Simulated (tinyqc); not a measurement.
p-n diode with diffusion and depletion-layer recombination: two steps of the calculation.

Abrupt junction in the depletion approximation, low injection, full ionisation, neutral widths fixed, ohmic contact on the p side. Vj is the junction voltage; where a series resistance Rs is given, V = Vj + J Rs is the terminal voltage.

Values chosen for this exercise; band and dielectric values close to those of 4H silicon carbide: temperature T = 293 K; band gap Eg = 3.29 eV; relative permittivity eps_r = 9.54; conduction-band density of states at T Nc = 1.66e19 cm^-3; valence-band density of states at T Nv = 2.46e19 cm^-3; acceptor density Na = 2.7e18 cm^-3; donor density Nd = 1.5e16 cm^-3; electron mobility in the p side mun = 130 cm^2/(V s); hole mobility in the n side mup = 110 cm^2/(V s); electron lifetime tn = 3e-8 s; hole lifetime tp = 9e-9 s; neutral width of the p side wp = 0.47 um; neutral width of the n side wn = 1.3 um; recombination velocity at the n contact Sp = 1e7 cm/s; trap level above the intrinsic level Et = 0 eV; junction voltage at which recombination is evaluated Vj = 1.46 V.

Constants: q = 1.602176634e-19 C, kB = 1.380649e-23 J/K, Vt = kB T/q, eps0 = 8.8541878128e-14 F/cm where lengths are in cm. Results are converted to the units shown.

Problem 1. Diffusion lengths and saturation currents. ni = sqrt(Nc Nv) exp(-Eg/(2 Vt)), Eg in volts; D = mu Vt; Ln = sqrt(Dn tn), Lp = sqrt(Dp tp); J0n = q ni^2 Dn coth(wp/Ln)/(Ln Na); J0p = (q ni^2 Dp/(Lp Nd)) (s + tanh(wn/Lp))/(1 + s tanh(wn/Lp)), s = Sp Lp/Dp.

Wanted: ni; Ln; Lp; J0n; J0p.

Solution 1.

ni = 1.025e-9 cm^-3
Ln = 3.138 um
Lp = 1.581 um
J0n = 4.382e-51 A/cm^2
J0p = 2.908e-49 A/cm^2

wp/Ln = 0.15 and wn/Lp = 0.82; holes carry 98.5 % of the diffusion current.

Problem 2. Recombination in the depleted layer. ni = sqrt(Nc Nv) exp(-Eg/(2 Vt)), Eg in volts. Vbi = Vt ln(Na Nd/ni^2), W = sqrt(2 eps0 eps_r (Vbi - Vj)(1/Na + 1/Nd)/q), xp = W Nd/(Na + Nd), xn = W Na/(Na + Nd); u(x) = q Na (x + xp)^2/(2 eps0 eps_r) for x < 0 and Vbi - Vj - q Nd (xn - x)^2/(2 eps0 eps_r) for x > 0; p = Na exp(-u/Vt), n = Nd exp((u - Vbi + Vj)/Vt); U = ni^2 (exp(Vj/Vt) - 1)/(tp (n + ni exp(Et/Vt)) + tn (p + ni exp(-Et/Vt))); J_scr = q times the integral of U from -xp to xn. Trapezoid rule on 13 equal steps.

Wanted: W; x; u; n; p; U; J_scr.

Solution 2.

W = 336.0 nm

```
point,x (nm),u (V),n (cm^-3),p (cm^-3),U (cm^-3 s^-1)
0,-1.9,0.000,5.042e-12,2.700e18,1.681e-4
1,24.0,0.229,4.332e-8,3.143e14,1.444
2,49.8,0.447,2.491e-4,5.464e10,8304
3,75.7,0.647,0.6749,2.017e7,2.250e7
4,101.5,0.827,861.3,1.580e4,2.825e10
5,127.4,0.989,5.177e5,26.29,2.921e9
6,153.2,1.132,1.466e8,0.09285,1.032e7
7,179.1,1.255,1.955e10,6.961e-4,7.735e4
8,204.9,1.360,1.229e12,1.108e-5,1231
9,230.8,1.445,3.636e13,3.744e-7,41.60
10,256.6,1.512,5.068e14,2.686e-8,2.984
11,282.5,1.559,3.328e15,4.090e-9,0.4544
12,308.3,1.588,1.029e16,1.322e-9,0.1469
13,334.2,1.597,1.500e16,9.075e-10,0.1008
```

J_scr = 1.292e-14 A/cm^2

Numbers from tinyqc (`OMP_NUM_THREADS=1 python tinyqc.py 2260034 2260035 out.jsonl`; about 0.01 s on one thread of a shared Intel Xeon 2.30GHz).
